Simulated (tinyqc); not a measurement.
# Changing the Ge fraction x

Model: composition and strain of an epitaxial Si(1-x)Ge(x) layer from Raman and X-ray peaks. Computed by tinyqc, a small Python program. Command: `OMP_NUM_THREADS=1 python tinyqc.py 3023556 3023557 out.jsonl epiraman sweep`. One thread of a shared host (Intel(R) Xeon(R) Processor @ 2.30GHz), about 0.01 s of CPU time with the checks.

A (001) layer, biaxially strained in the plane. The Raman peaks follow empirical lines omega = w0 + c1 x + c3 x^3 + b eps (c3 for Si-Ge alone), with eps the in-plane strain.

Inputs (values chosen for the exercise, modelled on silicon-germanium):

| quantity | value | unit |
|---|---|---|
| degree of relaxation R | 0.14 | - |
| lattice constant of Si | 5.431 | angstrom |
| lattice constant of Ge | 5.658 | angstrom |
| bowing B | 0.029 | angstrom |
| 2 C12/C11 of Si | 0.771 | - |
| 2 C12/C11 of Ge | 0.758 | - |
| Si-Si: w0 | 520.8 | 1/cm |
| Si-Si: c1 | -63.7 | 1/cm |
| Si-Si: strain coefficient b | -731 | 1/cm |
| Si-Ge: w0 | 399.8 | 1/cm |
| Si-Ge: c1 | 25 | 1/cm |
| Si-Ge: c3 | -30.9 | 1/cm |
| Si-Ge: strain coefficient b | -531 | 1/cm |
| Ge-Ge: w0 | 280.2 | 1/cm |
| Ge-Ge: c1 | 19.1 | 1/cm |
| Ge-Ge: strain coefficient b | -440 | 1/cm |
| X-ray wavelength | 1.540598 | angstrom |

Substrate: germanium.

Method:
- Relaxed lattice constant a(x) = a_Si + (a_Ge - a_Si) x - B x (1 - x).
- In-plane constant a_par = a_sub + R (a(x) - a_sub); eps = a_par/a(x) - 1; eps_perp = -(2 C12/C11) eps with 2 C12/C11 linear in x; a_perp = a(x) (1 + eps_perp).
- Insert x and eps in the three lines; the strain part is b eps.
- Bragg angle theta = arcsin(2 lambda/a) for (004), for the substrate with a_sub and the layer with a_perp; separation in arc seconds.

One run for each value:

| Ge fraction x | Si-Si peak (1/cm) | Si-Ge peak (1/cm) | Ge-Ge peak (1/cm) | in-plane strain eps (per mille) | separation, layer less substrate (arcsec) |
|---|---|---|---|---|---|
| 0.08 | 491.4 | 384.1 | 267.1 | 33.31 | 8979 |
| 0.18 | 487.4 | 388.2 | 270.5 | 29.95 | 8034 |
| 0.29 | 483.2 | 392.4 | 274.2 | 26.18 | 6983 |
| 0.40 | 479.0 | 396.0 | 278.0 | 22.32 | 5923 |
| 0.50 | 475.2 | 398.5 | 281.5 | 18.75 | 4950 |
| 0.60 | 471.5 | 400.1 | 285.0 | 15.12 | 3971 |
| 0.71 | 467.5 | 400.6 | 288.9 | 11.05 | 2887 |
| 0.82 | 463.5 | 399.6 | 292.8 | 6.92 | 1796 |
| 0.92 | 459.9 | 397.1 | 296.4 | 3.10 | 800 |

What does the table show, and why?

Over the rows, Si-Si peak (1/cm) falls from 491 to 460 (exponent d ln y / d ln x -0.0099 between the first rows and -0.067 between the last); Si-Ge peak (1/cm) goes from 384 through a maximum among these rows, 401 at 0.710, to 397; Ge-Ge peak (1/cm) rises from 267 to 296 (exponent d ln y / d ln x 0.016 between the first rows and 0.11 between the last). Composition and strain both change with x. The Si-Si peak moves by -37.4 per cm per unit x on average, against c1 = -63.7 without strain: eps moves towards compression as x grows, which offsets part of the fall, in proportion to 1 - R.

Caution (rows 0.0800, 0.180, 0.290, 0.400): strains above 2 % survive only in layers a few nanometres thick, and the linear relations lose accuracy. Caution (rows 0.0800, 0.180, 0.820, 0.920): near either end one of the like-atom peaks is weak, since its intensity follows the number of such bonds.

Extremes, crossings and ranges named in words are read from the listed rows.
